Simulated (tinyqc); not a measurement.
Frequency dispersion of an accumulation capacitance by border traps, distributed model: one step of the calculation.

Traps spread evenly through the insulator exchange electrons with the semiconductor by tunnelling, with tau(x) = t0 exp(2 ka x) at depth x from the interface. The admittance per area Y seen at depth x obeys dY/dx = -Y^2/(i w eps0 eox) + q Nb ln(1 + i w tau)/tau, with Y(0) = i w Cs and w = 2 pi f; the gate sees Y(tox) = G + i w C. Working variable y = Y/(i w), in uF/cm^2. Cox = eps0 eox/tox.

Task. Capacitance and conductance at the gate. Beyond xe the traps are ignored, so 1/y(tox) = 1/y(xe) + (tox - xe)/(eps0 eox); C = Re y, G/w = -Im y, loss tangent G/(w C).

Parameters, values chosen for the exercise; permittivity close to that of hafnium oxide: relative permittivity of the insulator eox = 19.9; insulator thickness tox = 4.5 nm; depth down to which the steps are taken xe = 1.2 nm.

Constants: eps0 = 8.8541878128e-14 F/cm where lengths are in cm. Results are converted to the units shown.

y at xe = 2.4834708-0.0629754i uF/cm^2

Give: y at the gate; C; G/w; loss tangent.

Result.

y at the gate = 1.695-0.029i uF/cm^2
C = 1.695 uF/cm^2
G/w = 0.02934 uF/cm^2
loss tangent = 0.01730

Program tinyqc, `OMP_NUM_THREADS=1 python tinyqc.py 2202076 2202077 out.jsonl`; Intel Xeon 2.30GHz, shared host, one thread, about 0.3 s.
